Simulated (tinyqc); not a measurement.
Solubility, supersaturation, precipitation and gettering of an impurity in a silicon-like host: one step, computed by the program tinyqc.

The wafer was saturated at T1 and is then held at T.

Task: Growing precipitates. Growing sinks: with y = r/r_f and y0 = r0/r_f, dy/dt = (1 - y^3)/(3 tau_f y), which integrates to t/tau_f = F(y) - F(y0), F(y) = (1/2) ln[(1 + y + y^2)/(1 - y)^2] - sqrt(3) arctan[(2y + 1)/sqrt(3)]; the share of the excess left is (1 - y^3)/(1 - y0^3), and C(t) = C_eq + (C0 - C_eq) x share.

Inputs (values chosen for the exercise, modelled on cobalt in silicon):
```
quantity                      value  unit
temperature of saturation T1   1350     K
anneal temperature T            887     K
initial sink radius r0          3.1    nm
anneal time t                   3.4     s
```

final radius r_f = 5.791397 nm

tau_f = 1.498691 s

C_eq(T) = 8.578947e+09 1/cm^3

C0 = 2.683132e+15 1/cm^3

Give: radius at t; share of the excess left; C(t) with growing sinks.

Result:

radius at t = 5.527 nm

share of the excess left = 0.1548

C(t) with growing sinks = 4.153e+14 1/cm^3

84.5 % of the excess has precipitated. Caution: the barrier to homogeneous nucleation is below 35 k_B T for these inputs, so new precipitates would form and outnumber the fixed sinks assumed here.
